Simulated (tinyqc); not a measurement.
Worked calculation: Hubbard chain of 2 sites. Computed by tinyqc, a small Python program that keeps every step. Settings: hopping = 1.47, U = 11.6, mixing = 0.5, iteration cap = 71. Command: `OMP_NUM_THREADS=1 python tinyqc.py 23930 23931 out.jsonl` (the two numbers bound the seeds that draw the settings). One thread of a shared host (Intel(R) Xeon(R) Processor @ 2.60GHz), about 0.2 s of CPU time with the checks. Later iterations appear only in the table of the cycle.

## Mean-field iteration 1

one-body matrix (hopping and site energies) (eV):
```
,1,2
1,0.000000,-1.470000
2,-1.470000,0.000000
```

U = 11.600000 eV

electrons, up and down: 1  1

mixing = 0.500000

n(up) at the start (a guess, not normalised): 1 0.500000, 2 0.500000

n(down) at the start (a guess): 1 0.500000, 2 0.500000

H(up) = T + U n(down), H(down) = T + U n(up); fill the lowest levels; n(new) = n + mixing (n(out) - n); E = tr T (rho up + rho down) + U sum n_up n_down of the output.

levels, up (eV): 4.330000  7.270000

levels, down (eV): 4.330000  7.270000

energy = 2.860000 eV

n(up) after iteration 1: 1 0.500000, 2 0.500000

n(down) after iteration 1: 1 0.500000, 2 0.500000

## Convergence

Each step fills the lowest levels of T + U n(other spin) and sets n(new) = n + mixing (n(out) - n); stop when output and input agree to 1e-8.

Course of the cycle:
```
iteration,E (eV),largest |n(out) - n(in)|,mean |n_up - n_down|
1,2.86000000,1.11e-16,0.000000
```

local moments n_up - n_down: 1 0.000000, 2 0.000000

Converged in 1 iterations. But random starts reach -0.37257 eV, so this is another stationary point, not the lowest one. Reruns (cap 100 unless said): mixing 0.2: converged in 1 to a higher stationary point (E = 2.86000); mixing 0.9: converged in 1 to a higher stationary point (E = 2.86000). Before convergence this energy mixes input and output and is not variational, so it may rise towards its limit.

## The many-body Hamiltonian

Basis: all placements (u, d, 2, 0 on each site), up operators ordered before down ones; hops carry the sign of the same-spin electrons passed.

H (eV):
```
,20,ud,du,02
20,11.600000,-1.470000,-1.470000,0.000000
ud,-1.470000,0.000000,0.000000,-1.470000
du,-1.470000,0.000000,0.000000,-1.470000
02,0.000000,-1.470000,-1.470000,11.600000
```

## Exact diagonalisation (4 states)

Lowest levels of the sector, and the double occupancy of the lowest state.

lowest levels (eV): -0.702584  0.000000  11.600000  12.302584

double occupancy per site = 0.027012

The mean-field solution above lies 3.5626 eV above the exact energy.
